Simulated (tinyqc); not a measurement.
# Subthreshold parameters from three currents

Problem. Far below threshold and for Vds well above Vt the virtual-source current tends to I = Cinv n Vt vx0 exp((Vgs - VT0 + dl Vds + al Vt)/(n Vt)) per width, with constant n; the three currents follow this limit. Find n, dl and VT0.

Values chosen for this exercise: temperature T = 250 K; inversion capacitance Cinv = 2.2 uF/cm^2; velocity at the virtual source vx0 = 8.08e6 cm/s; threshold shift (in units of Vt) from weak to strong inversion al = 3.5.

Constants: q = 1.602176634e-19 C, kB = 1.380649e-23 J/K, Vt = kB T/q. Results are converted to the units shown.

I at (Vgs, Vds) = (-0.2, 0.3), (-0.10, 0.3) and (-0.2, 0.7) V (nA/um): [0.041550757, 1.2614401, 0.075763770]

Solution. The first two currents differ in Vgs alone and give n; the first and third differ in Vds alone and give dl; the size of the first then gives VT0.

n = 1.36
dl = 0.0440 V/V
VT0 = 0.300 V

Program tinyqc, `OMP_NUM_THREADS=1 python tinyqc.py 2380035 2380036 out.jsonl`; Intel Xeon 2.30GHz, shared host, one thread, about 0.01 s.
